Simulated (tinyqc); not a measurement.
# Band bending at a free surface with one surface level, surface photovoltage and Kelvin probe: what changes with what

n-type bulk, xi = Ec - EF = Vt ln(Nc/Nd), p0 = ni^2/Nd, ni = sqrt(Nc Nv) exp(-Eg/(2 Vt)), Eg in volts. b is the upward band bending, u = b/Vt. Space charge per area, in units of q: Qc = sign(b) sqrt((2 eps0 eps_r Vt/q) [(Nd + dn)(exp(-u) - 1) + Nd u + (p0 + dn)(exp(u) - 1)]), with dn the excess density under light (flat quasi-Fermi levels; 0 in the dark). The level holds -Ns f, f = 1/(1 + exp((xi + b - Es)/Vt)). Neutrality: Qc + Qf + (charge of the states) = 0.

Values chosen for this exercise; band and dielectric values close to those of silicon: temperature T = 300 K; band gap Eg = 1.11 eV; relative permittivity eps_r = 11.8; conduction-band density of states at T Nc = 2.75e19 cm^-3; valence-band density of states at T Nv = 2.62e19 cm^-3; electron affinity chi = 4.09 eV; donor density Nd = 2.2e17 cm^-3; fixed positive charge at the surface Qf = 0 cm^-2; work function of the probe tip pt = 4.66 eV; density of an acceptor-like surface level Ns = 1.6e12 cm^-2; its depth below the conduction edge Es = 0.41 eV.

Constants: q = 1.602176634e-19 C, kB = 1.380649e-23 J/K, Vt = kB T/q, eps0 = 8.8541878128e-14 F/cm where lengths are in cm. Results are converted to the units shown.

Each table varies one quantity; the others keep the values above.

## Photovoltage against injection

Under chopped light the surface charge keeps its dark value, so b falls to bL with Qc(bL, dn) = Qc(b, 0); the photovoltage is b - bL.

Photovoltage against injection:

| dn (cm^-3) | bL (V) | photovoltage (mV) | share of b removed (%) |
|---|---|---|---|
| 1.8e8 | 0.2815 | 0.001134 | 4.029e-4 |
| 2.3e9 | 0.2815 | 0.01448 | 0.005145 |
| 3e10 | 0.2813 | 0.1877 | 0.06666 |
| 3.9e11 | 0.2793 | 2.252 | 0.8001 |
| 5.1e12 | 0.2647 | 16.79 | 5.963 |
| 6.7e13 | 0.2281 | 53.43 | 18.98 |
| 8.7e14 | 0.1788 | 102.8 | 36.50 |
| 1.1e16 | 0.1245 | 157.0 | 55.79 |
| 1.5e17 | 0.06810 | 213.4 | 75.81 |
| 1.9e18 | 0.02603 | 255.5 | 90.76 |

What does the comparison show?

The photovoltage rises from 0.00113 to 255 mV, towards the full b = 282 mV. Its steepest rise is 49.7 mV a decade (Vt ln 10 = 59.5 mV), and it reaches 90.8 % of b in the last row: even strong light does not flatten the bands fully, so a saturation reading understates b. For dn = 1.9e18 the injection is high, and a Dember voltage, left out here, adds to the signal.

## Kelvin-probe contrast of the doping

Same model as above.

Work function chi + xi + b; contact potential difference CPD = (work function of the sample) - pt. b solves the neutrality condition in the dark.

Kelvin-probe contrast of the doping:

| Nd (cm^-3) | xi (eV) | b (V) | CPD (mV) |
|---|---|---|---|
| 9.8e13 | 0.3243 | 0.2059 | -39.82 |
| 4.1e14 | 0.2873 | 0.2229 | -59.77 |
| 1.7e15 | 0.2505 | 0.2396 | -79.81 |
| 7.4e15 | 0.2125 | 0.2563 | -101.2 |
| 3.1e16 | 0.1755 | 0.2709 | -123.6 |
| 1.3e17 | 0.1384 | 0.2809 | -150.7 |
| 5.6e17 | 0.1007 | 0.2681 | -201.2 |
| 2.3e18 | 0.06415 | 0.1108 | -395.0 |

xi falls by 260 mV over the table and the CPD by 355 mV; b goes from 0.206 through a maximum of 0.281 (at Nd = 1.3e17 cm^-3 among the rows listed) to 0.111 V. Between the first two rows the CPD follows 53.9 % of the change of xi, and between the last two 531 %. It is below 100 % where b rises with the doping (pinning hides it). It exceeds 100 % where b falls as the doping rises.

Numbers from tinyqc (`OMP_NUM_THREADS=1 python tinyqc.py 2430028 2430029 out.jsonl`; about 0.01 s on one thread of a shared Intel Xeon 2.30GHz).
